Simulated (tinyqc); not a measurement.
Implant damage, amorphisation by cascade overlap, and solid-phase epitaxial regrowth: one step, computed by the program tinyqc.

Range and width of the damage are inputs. Dynamic annealing enters only through the surviving share f.

Task: The amorphous layer. Displaced share x(z) = f nu Q exp(-(z - R_d)^2/(2 s_d^2))/(sqrt(2 pi) s_d N); the layer is amorphous where x > x_c, between R_d -/+ s_d sqrt(2 ln(x_max/x_c)), the upper edge being cut at the surface. Threshold dose Q_c = Q x_c/x_max.

Inputs (values chosen for the exercise, modelled on arsenic ions in germanium):
```
quantity,value,unit
atomic density N,44.2,1/nm^3
depth of the damage peak R_d,17,nm
width of the damage profile s_d,11,nm
share of defects that survive f,0.54,-
critical displaced share x_c,0.12,-
dose Q,3.2e+15,1/cm^2
```

displacements per ion nu = 673.6663

Give: peak displaced share x_max; threshold dose Q_c; upper edge; lower edge.

Result:

peak displaced share x_max = 9.552

threshold dose Q_c = 4.020e+13 1/cm^2

upper edge = 0 nm

lower edge = 49.55 nm

The layer reaches the surface. Caution: x above 1 counts atoms displaced more than once.
